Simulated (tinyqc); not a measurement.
Worked calculation: geometry optimisation on the RHF/sto-3g surface (energies and gradients from PySCF), for BeH2, spin multiplicity 1. Computed by tinyqc, a small Python program that keeps every step (integrals from PySCF). Settings: charge = 0, multiplicity = 1, basis = sto-3g, optimiser = bfgs, first Hessian = 0.15, largest step = 0.5, iteration cap = 30. Command: `OMP_NUM_THREADS=1 python tinyqc.py 29112 29113 out.jsonl` (the two numbers bound the seeds that draw the settings). One thread of a shared host (Intel(R) Xeon(R) Processor @ 2.60GHz), about 0.5 s of CPU time with the checks.

## Step 1: energy and gradient

positions at the start (bohr), order 1Be, 2H, 3H:
```
[[0.032125, -0.068030, 0.119053],
 [-0.009449, 2.458534, 0.260782],
 [-0.009449, -2.354599, 0.249444]]
```

Self-consistent energy and analytic gradient at these positions.

energy = -15.55704822 hartree

gradient (hartree/bohr), order 1Be, 2H, 3H:
```
[[0.00141385, -0.06132051, -0.00476199],
 [-0.00120134, 0.02014531, 0.00397096],
 [-0.00021251, 0.04117520, 0.00079103]]
```

## Step 1: move

Quasi-Newton step p = -H^(-1) g (first H = 0.15 times the unit matrix); steps longer than 0.5 bohr are cut back (factor 0.976 here).

positions after step 1 (bohr), order 1Be, 2H, 3H:
```
[[0.022925, 0.330997, 0.150040],
 [-0.001631, 2.327443, 0.234942],
 [-0.008066, -2.622536, 0.244296]]
```

## Step 2: energy and gradient

As before.

energy = -15.50600333 hartree

gradient (hartree/bohr), order 1Be, 2H, 3H:
```
[[-0.00006093, 0.24510472, 0.00077637],
 [0.00135428, -0.16664905, -0.00481555],
 [-0.00129335, -0.07845567, 0.00403918]]
```

## Step 2: move

inverse Hessian in use (bohr^2/hartree):
```
[[6.668646, -0.002857, -0.006470, -0.001236, -0.028536, 0.003969, -0.000743, 0.031392, 0.002501],
 [-0.002857, 3.191803, 0.001144, -0.016905, 2.419911, 0.060912, 0.019762, 1.054952, -0.062056],
 [-0.006470, 0.001144, 6.687800, 0.003996, 0.098896, -0.012819, 0.002474, -0.100040, -0.008315],
 [-0.001236, -0.016905, 0.003996, 6.667338, 0.030598, -0.002120, 0.000564, -0.013693, -0.001876],
 [-0.028536, 2.419911, 0.098896, 0.030598, 5.451702, -0.102793, -0.002062, -1.204946, 0.003897],
 [0.003969, 0.060912, -0.012819, -0.002120, -0.102793, 6.673350, -0.001848, 0.041881, 0.006136],
 [-0.000743, 0.019762, 0.002474, 0.000564, -0.002062, -0.001848, 6.666845, -0.017700, -0.000625],
 [0.031392, 1.054952, -0.100040, -0.013693, -1.204946, 0.041881, -0.017700, 6.816661, 0.058159],
 [0.002501, -0.062056, -0.008315, -0.001876, 0.003897, 0.006136, -0.000625, 0.058159, 6.668846]]
```

Quasi-Newton step p = -H^(-1) g (the inverse Hessian comes from BFGS updates; coordinates in the order x, y, z of each atom); steps longer than 0.5 bohr are cut back.

positions after step 2 (bohr), order 1Be, 2H, 3H:
```
[[0.021754, 0.035306, 0.153169],
 [-0.002497, 2.547664, 0.238290],
 [-0.006028, -2.547065, 0.237820]]
```

## Step 3: energy and gradient

As before.

energy = -15.55828660 hartree

gradient (hartree/bohr), order 1Be, 2H, 3H:
```
[[0.00147946, 0.01362796, -0.00479969],
 [-0.00066426, 0.01633305, 0.00220789],
 [-0.00081520, -0.02996101, 0.00259180]]
```

## Step 3: move

inverse Hessian in use (bohr^2/hartree):
```
[[6.668823, 0.020144, -0.006995, -0.001209, -0.043628, 0.003847, -0.000947, 0.023483, 0.003148],
 [0.020144, 3.510631, -0.073225, -0.026310, 2.697025, 0.092280, 0.006166, 0.459011, -0.019055],
 [-0.006995, -0.073225, 6.689338, 0.003888, 0.148839, -0.012347, 0.003107, -0.075614, -0.010325],
 [-0.001209, -0.026310, 0.003888, 6.667280, 0.039110, -0.001911, 0.000596, -0.012799, -0.001976],
 [-0.043628, 2.697025, 0.148839, 0.039110, 4.862086, -0.131980, 0.004518, -0.892444, -0.016859],
 [0.003847, 0.092280, -0.012347, -0.001911, -0.131980, 6.672599, -0.001936, 0.039700, 0.006415],
 [-0.000947, 0.006166, 0.003107, 0.000596, 0.004518, -0.001936, 6.667018, -0.010684, -0.001171],
 [0.023483, 0.459011, -0.075614, -0.012799, -0.892444, 0.039700, -0.010684, 7.100100, 0.035914],
 [0.003148, -0.019055, -0.010325, -0.001976, -0.016859, 0.006415, -0.001171, 0.035914, 6.670577]]
```

As before.

positions after step 3 (bohr), order 1Be, 2H, 3H:
```
[[0.012977, -0.043383, 0.181647],
 [0.001298, 2.405902, 0.225560],
 [-0.001047, -2.326614, 0.222072]]
```

## Convergence

Stop when the largest gradient component is below 3e-5 hartree/bohr. The inverse Hessian follows the BFGS update with s = step, y = change of gradient.

Course of the optimisation:
```
step   E (hartree)  largest gradient (hartree/bohr)
1     -15.55704822                         6.13e-02
2     -15.50600333                         2.45e-01
3     -15.55828660                         3.00e-02
4     -15.55811335                         4.60e-02
5     -15.56126162                         4.11e-03
6     -15.56134025                         9.54e-04
7     -15.56135127                         3.26e-04
8     -15.56135261                         1.55e-04
9     -15.56135281                         3.81e-05
10    -15.56135281                         7.17e-06
```

Final distances (angstrom):
```
pair    distance
2H-1Be  1.290526
3H-1Be  1.290542
3H-2H   2.581068
```

Converged in 10 steps.
